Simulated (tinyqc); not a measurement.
Worked calculation: plane-wave Kohn-Sham cycle with exchange-only LDA in a layered model solid. One step of it, computed by the program tinyqc.

Problem. Iteration 2: potential. V_H(G) = 4 pi rho(G)/G^2 for G != 0 (uniform background); v_x = -(3 rho/pi)^(1/3); V = V_ext + V_H + v_x; Fourier components f(G_m) = (1/N) sum_j f(x_j) exp(-i G_m x_j).

A solid whose potential varies along x alone (atomic units):
```
parameter                      value
period a                    7.200000
cross-section of the cell  27.000000
electrons per cell                 2
grid points                       16
plane waves -n..n, n               3
k points                           3
V1 in V1 cos(2 pi x/a)     -0.610000
```

density after iteration 1 (e/bohr^3): 0.03233709  0.02850441  0.01960571  0.01067229  0.00472537  0.00177519  0.00059767  0.00020038  0.00010994  0.00020038  0.00059767  0.00177519  0.00472537  0.01067229  0.01960571  0.02850441

Give: Potentials on the grid; V(G_m), m = 0, 1, 2, ....

Solution.

Potentials on the grid (hartree):
```
x         V_ext      V_H      v_x        V
0.0000  -0.6100   0.2702  -0.3137  -0.6536
0.4500  -0.5636   0.2430  -0.3008  -0.6214
0.9000  -0.4313   0.1705  -0.2655  -0.5264
1.3500  -0.2334   0.0743  -0.2168  -0.3759
1.8000        0  -0.0235  -0.1652  -0.1888
2.2500   0.2334  -0.1079  -0.1192   0.0063
2.7000   0.4313  -0.1709  -0.0829   0.1775
3.1500   0.5636  -0.2094  -0.0576   0.2965
3.6000   0.6100  -0.2224  -0.0472   0.3405
4.0500   0.5636  -0.2094  -0.0576   0.2965
4.5000   0.4313  -0.1709  -0.0829   0.1775
4.9500   0.2334  -0.1079  -0.1192   0.0063
5.4000        0  -0.0235  -0.1652  -0.1888
5.8500  -0.2334   0.0743  -0.2168  -0.3759
6.3000  -0.4313   0.1705  -0.2655  -0.5264
6.7500  -0.5636   0.2430  -0.3008  -0.6214
```

V(G_m), m = 0, 1, 2, ... (hartree): -0.1736  -0.2486  0.0080  0.0003  0.0004  -0.0002  0.0001
